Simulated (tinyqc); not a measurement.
Inside a calculation. Model: internal photoemission over an interface barrier.

tinyqc, about 0.01 s, one thread, Intel Xeon 2.30GHz (shared host): `OMP_NUM_THREADS=1 python tinyqc.py 2410022 2410023 out.jsonl` Printed values are rounded.

Electrons are excited from a metal over the barrier Phi(F) = P0 - sqrt(q F/(4 pi eps0 ei)), whose top lies at xm = sqrt(q/(16 pi eps0 ei F)). The yield is Y = A (hv - Phi)^p exp(-xm/l), with A = 1 here.

Inputs (values chosen for the exercise); dielectric values close to those of hafnium oxide:

| symbol | value | unit | meaning |
|---|---|---|---|
| P0 | 1.63 | eV | barrier at zero field |
| ei | 4.39 |  | image-force permittivity |
| l | 2 | nm | scattering length in the image well |
| F | 3.3 | MV/cm | field in the dielectric |

Constants: q = 1.602176634e-19 C, h = 6.62607015e-34 J s, c = 299792458 m/s, eps0 = 8.8541878128e-14 F/cm where lengths are in cm. Results are converted to the units shown.

## Barrier in the field

Lowering P0 - Phi, barrier, position of its top, scattering factor and threshold wavelength.

lowering = 329.0036 meV
Phi = 1.300996 eV
xm = 0.4984903 nm
exp(-xm/l) = 0.7793889
threshold wavelength h c/(q Phi) = 952.9941 nm

## Threshold from a spectrum

hv, point 0 to 5 (eV): [1.45, 1.58, 1.71, 1.84, 1.97, 2.1]
Y, point 0 to 5: [0.01668, 0.06057, 0.1339, 0.2212, 0.3428, 0.4922]

The yields were made at this field with a scatter of 2 %. Fit Y^(1/n) on hv by least squares for n = 2 and n = 3; the zero of the line is the threshold.

Y^(1/2), point 0 to 5: [0.1291511, 0.2461097, 0.3659235, 0.4703190, 0.5854912, 0.7015697]
Y^(1/3), point 0 to 5: [0.2555046, 0.3927226, 0.5115957, 0.6047767, 0.6998639, 0.7895516]
threshold for n = 2 = 1.299487 eV
threshold for n = 3 = 1.105330 eV

The right exponent, 2, gives 1.299 eV against Phi = 1.301 eV; the wrong one is off by -196 meV.
